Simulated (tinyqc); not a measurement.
Relaxation at fixed composition: composition and strain of an epitaxial Si(1-x)Ge(x) layer from Raman and X-ray peaks. Computed by tinyqc, a small Python program. Command: `OMP_NUM_THREADS=1 python tinyqc.py 3003984 3003985 out.jsonl epiraman walk`. One thread of a shared host (Intel(R) Xeon(R) Processor @ 2.30GHz), about 0.01 s of CPU time with the checks.

A (001) layer, biaxially strained in the plane. The Raman peaks follow empirical lines omega = w0 + c1 x + c3 x^3 + b eps (c3 for Si-Ge alone), with eps the in-plane strain.

Inputs (values chosen for the exercise, modelled on silicon-germanium): Ge fraction x = 0.15; lattice constant of Si = 5.431 angstrom; lattice constant of Ge = 5.658 angstrom; bowing B = 0.026 angstrom; 2 C12/C11 of Si = 0.772; 2 C12/C11 of Ge = 0.755; Si-Si: w0 = 521 1/cm; Si-Si: c1 = -65.9 1/cm; Si-Si: strain coefficient b = -682 1/cm; Ge-Ge: w0 = 280.1 1/cm; Ge-Ge: c1 = 19.2 1/cm; Ge-Ge: strain coefficient b = -433 1/cm; X-ray wavelength = 1.540598 angstrom.

Substrate: silicon.

Method:
- Relaxed lattice constant a(x) = a_Si + (a_Ge - a_Si) x - B x (1 - x).
- In-plane constant a_par = a_sub + R (a(x) - a_sub); eps = a_par/a(x) - 1; eps_perp = -(2 C12/C11) eps with 2 C12/C11 linear in x; a_perp = a(x) (1 + eps_perp).
- (004) Bragg angle theta = arcsin(2 lambda/a), with a = a_perp for the layer and a_sub for the substrate; separation = layer less substrate. The apparent x is the one that a fully strained layer (R = 0) would need to give the same a_perp.

Signatures; columns: (1) R; (2) eps (per mille); (3) Si-Si (1/cm); (4) Ge-Ge (1/cm); (5) a_perp (angstrom); (6) (004) separation (arcsec); (7) apparent x if R = 0 is assumed:
```
(1)       (2)     (3)     (4)     (5)      (6)      (7)
0.00  -5.6273  514.95  285.42  5.4854  -1405.6  0.15000
0.15  -4.7832  514.38  285.05  5.4818  -1315.0  0.14037
0.30  -3.9391  513.80  284.69  5.4783  -1224.2  0.13073
0.50  -2.8137  513.03  284.20  5.4736  -1102.9  0.11783
0.70  -1.6882  512.27  283.71  5.4688   -981.4  0.10490
0.85  -0.8441  511.69  283.35  5.4653   -890.1  0.09517
1.00   0.0000  511.12  282.98  5.4617   -798.6  0.08542
```

What follows from these numbers?

Full relaxation moves the Si-Si peak by -3.84 per cm and shrinks the X-ray separation to 57 % of its strained value, about 1/(1 + 2 C12/C11). A symmetric reflection alone cannot part x from R: a relaxed layer read as strained gives x = 0.085 in place of 0.15. An asymmetric reflection or a second peak is needed.

Extremes, crossings and ranges named in words are read from the listed rows.
